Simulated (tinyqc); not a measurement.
Worked calculation: Hubbard chain of 4 sites. One step of it, computed by the program tinyqc.

Task: Mean-field iteration 2. H(up) = T + U n(down), H(down) = T + U n(up); fill the lowest levels; n(new) = n + mixing (n(out) - n); E = tr T (rho up + rho down) + U sum n_up n_down of the output.

one-body matrix (hopping and site energies) (eV), order 1, 2, 3, 4:
```
[[0.000000, -1.950000, 0.000000, 0.000000],
 [-1.950000, 0.000000, -1.950000, 0.000000],
 [0.000000, -1.950000, 0.000000, -1.950000],
 [0.000000, 0.000000, -1.950000, 0.000000]]
```

U = 10.900000 eV

electrons, up and down: [2, 2]

mixing = 1

n(up) after iteration 1: [0.938932, 0.109965, 0.890035, 0.061068]

n(down) after iteration 1: [0.061068, 0.890035, 0.109965, 0.938932]

Give: levels, up; levels, down; energy; n(up) after iteration 2; n(down) after iteration 2.

Result:

levels, up (eV): [-0.0418, 0.7371, 10.1629, 10.9418]

levels, down (eV): [-0.0418, 0.7371, 10.1629, 10.9418]

energy = -2.0356 eV

n(up) after iteration 2: [0.9632, 0.0730, 0.9270, 0.0368]

n(down) after iteration 2: [0.0368, 0.9270, 0.0730, 0.9632]
